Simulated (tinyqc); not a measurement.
From image to dissolution rate: chemically amplified photoresist: aerial image, acid generation, bake, development and line width. Computed by tinyqc, a small Python program. Command: `OMP_NUM_THREADS=1 python tinyqc.py 3005370 3005371 out.jsonl resist walk`. One thread of a shared host (Intel(R) Xeon(R) Processor @ 2.30GHz), about 0.03 s of CPU time with the checks.

Lines and spaces of pitch p with a two-beam-like image; x = 0 is the middle of the bright space. The resist is positive and treated as uniform in depth.

Inputs (values chosen for the exercise, for a model resist at 248 nm): pitch p = 240 nm; image contrast c = 0.46; mean dose E = 7.82 mJ/cm^2; Dill parameter C = 0.043 cm^2/mJ; quencher load q, relative to the acid generator = 0.2; acid diffusivity D = 4.3 nm^2/s; bake time t = 90 s; amplification rate k_amp = 0.046 1/s; threshold protection m_th = 0.44; development selectivity n = 3; largest rate r_max = 230 nm/s; smallest rate r_min = 0.03 nm/s.

Method:
- Dose E(x) = E [1 + c cos(2 pi x/p)]; acid h = 1 - exp(-C E(x)).
- Bake: the acid image is blurred by a Gaussian of variance sigma^2 = 2 D t (each Fourier term k of h, taken on 64 points, is multiplied by exp(-4 pi^2 k^2 D t/p^2)).
- The quencher then removes q, h_eff = max(h_blurred - q, 0); protection m = exp(-k_amp t h_eff).
- Mack rate r = r_max (a + 1)(1 - m)^n/(a + (1 - m)^n) + r_min, a = ((n + 1)/(n - 1))(1 - m_th)^n.

Across half a pitch:
```
x/p   x (nm)  dose (mJ/cm^2)  blurred acid  protection m  rate (nm/s)
0.00       0          11.417       0.36483        0.5054   7.9655e+01
0.05      12          11.241       0.36094        0.5136   7.6725e+01
0.10      24          10.730       0.34960        0.5383   6.8056e+01
0.15      36           9.934       0.33170        0.5797   5.4263e+01
0.20      48           8.932       0.30875        0.6375   3.7146e+01
0.25      60           7.820       0.28276        0.7099   2.0231e+01
0.30      72           6.708       0.25622        0.7924   7.7549e+00
0.35      84           5.706       0.23178        0.8767   1.6790e+00
0.40      96           4.910       0.21205        0.9513   1.3190e-01
0.45     108           4.399       0.19922        1.0000   3.0000e-02
0.50     120           4.223       0.19477        1.0000   3.0000e-02
```

The dose varies by a factor 2.70 across the pattern and the rate by 2660.

Extremes, crossings and ranges named in words are read from the listed rows.
